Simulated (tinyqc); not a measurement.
Floating body of a partially depleted SOI transistor: body voltage and kink: one step of the calculation.

Source at 0 V. Channel current Ic = 2 nf K Vt^2 [F(0) - F(Vd)](1 + la Vd), F(V) = ln^2(1 + exp((Vg - VT - nf V)/(2 nf Vt))), VT = VT0 - gb Vb. Saturation voltage Vs = 2 Vt sqrt(F(0)) + 3 Vt, excess Ve = (Vd - Vs + sqrt((Vd - Vs)^2 + 0.0004 V^2))/2, multiplication M1 = Ai Ve exp(-Bl/Ve). Each junction passes D(v) = J1 (exp(v/Vt) - 1) + J2 (exp(v/(2 Vt)) - 1). Bipolar current Ib = bb J1 (exp(Vb/Vt) - 1). The body settles where M1 (Ic + Ib) = D(Vb) + D(Vb - Vd) + Vb/Rb; drain current Id = (1 + M1)(Ic + Ib) - D(Vb - Vd).

Problem. New Vb. Current into the body I_in = M1 (Ic + Ib) - D(Vb - Vd), current out I_out = D(Vb) + Vb/Rb; f = ln(I_in/I_out), s = df/dVb by central differences over 1e-5 V, Vb(new) = Vb - f/s.

Parameters, values chosen for the exercise; values of the order met in partially depleted silicon-on-insulator transistors: temperature T = 300 K; threshold at zero body voltage VT0 = 0.45 V; fall of the threshold per volt of body voltage gb = 0.18; slope factor nf = 1.41; gain factor per width K = 420 uA/(V^2 um); channel-length modulation factor la = 0.09 1/V; impact-ionisation prefactor Ai = 1.94 1/V; impact-ionisation voltage Bl = 7.8 V; diffusion saturation current of each junction J1 = 2.4e-12 uA/um; recombination saturation current of each junction J2 = 9.1e-8 uA/um; gain of the lateral bipolar transistor on the diffusion current bb = 3; resistance of a weak body tie to the source (1e9 stands for no tie, and the term is then dropped) Rb = 1e9 kohm um; gate voltage Vg = 0.36 V; drain voltage Vd = 1.4 V.

Constants: q = 1.602176634e-19 C, kB = 1.380649e-23 J/K, Vt = kB T/q. Results are converted to the units shown.

Vb at the start = 0.61 V

Find: Ic; Ve; M1; I_in; I_out; f; s; Vb after iteration 1.

Solution.

Ic = 0.62612 uA/um
Ve = 1.2792 V
M1 = 0.0055792
I_in = 0.0042036 uA/um
I_out = 0.054539 uA/um
f = -2.5630
s = -25.478 1/V
Vb after iteration 1 = 0.50940 V

Range of the model: The multiplication law is an empirical form chosen for the exercise; self-heating and capacitive coupling to the body are left out, and the linear laws are rough once Vb passes about 0.7 V or M1 about 0.1.

tinyqc, about 0.2 s, one thread, Intel Xeon 2.30GHz (shared host): `OMP_NUM_THREADS=1 python tinyqc.py 2182175 2182176 out.jsonl`
